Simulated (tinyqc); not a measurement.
From isolated dopants to a band: overlap of hydrogenic dopants: pairs, impurity band and the Mott density.

Ry* = Ry m/eps^2, aB = a0 eps/m. For 1s orbitals a distance rho = R/aB apart, in Ry*: overlap S = exp(-rho)(1 + rho + rho^2/3), J = (2/rho)(1 - (1 + rho) exp(-2 rho)) (attraction to the other ion), Kx = 2 (1 + rho) exp(-rho) (exchange of one electron). One electron on a pair has E = -1 - (J +/- Kx)/(1 +/- S), without the repulsion 2/rho of the ions. Hopping after orthogonalisation: t = (Kx - S J)/(1 - S^2), half the splitting. Dopants on a lattice with z neighbours, n = (3 sqrt3/4)/R^3 (bcc), give a band of width B = 2 z t, as on any lattice of two interpenetrating sublattices. Valleys, central cells and disorder are left out.

Constants: Ry = 13.60569312 eV; a0 (Bohr radius) = 0.5291772105 angstrom.

Inputs chosen for the exercise (an isotropic mass and dielectric constant of the size used for acceptors in Si; not measured data):

| symbol | value | unit | meaning |
|---|---|---|---|
| m | 0.373 | m0 | mass |
| eps | 11.2 |  | dielectric constant |
| z | 8 |  | neighbours in the dopant lattice |
| u | 0.945 | Ry* | cost of a second electron on one dopant |

The distance R/aB is varied; density from the lattice formula.

Against distance:

| R/aB | n (1/cm^3) | n^(1/3) aB | S | t (meV) | B (meV) | B/u |
|---|---|---|---|---|---|---|
| 10.0 | 3.24e+17 | 0.109 | 0.0020 | 0.0241 | 0.386 | 0.010 |
| 8.0 | 6.32e+17 | 0.136 | 0.0102 | 0.1414 | 2.262 | 0.059 |
| 7.0 | 9.44e+17 | 0.156 | 0.0222 | 0.3340 | 5.343 | 0.140 |
| 6.0 | 1.50e+18 | 0.182 | 0.0471 | 0.7706 | 12.329 | 0.322 |
| 5.0 | 2.59e+18 | 0.218 | 0.0966 | 1.7248 | 27.597 | 0.722 |
| 4.5 | 3.55e+18 | 0.242 | 0.1361 | 2.5457 | 40.731 | 1.065 |
| 4.0 | 5.06e+18 | 0.273 | 0.1893 | 3.7212 | 59.539 | 1.557 |
| 3.5 | 7.55e+18 | 0.312 | 0.2592 | 5.3898 | 86.237 | 2.256 |
| 3.0 | 1.20e+19 | 0.364 | 0.3485 | 7.7484 | 123.975 | 3.243 |

critical densities (1/cm^3): B = u 3.37e+18, B = (2/sqrt3) u 3.81e+18, n^(1/3) aB = 0.26 4.38e+18

How do the results move, and what explains it?

From R = 10 to 5 aB the density rises eightfold and the band widens by a factor 72, since t falls about as R exp(-R/aB). B passes u at 3.4e+18/cm^3, n^(1/3) aB = 0.238; the screening rule gives a density 1.30 times that. An ordered lattice overstates the ease of conduction, as random spacing localises the tails, and below R = 4 aB (S above 0.19) nearest-neighbour hopping alone is no longer enough.

Computed by tinyqc, a small Python program: `OMP_NUM_THREADS=1 python tinyqc.py 1482460 1482461 out.jsonl` (the numbers bound the seed that draws the inputs); one thread of a shared host (Intel(R) Xeon(R) Processor @ 2.30GHz), about 0.01 s for the whole set of steps.
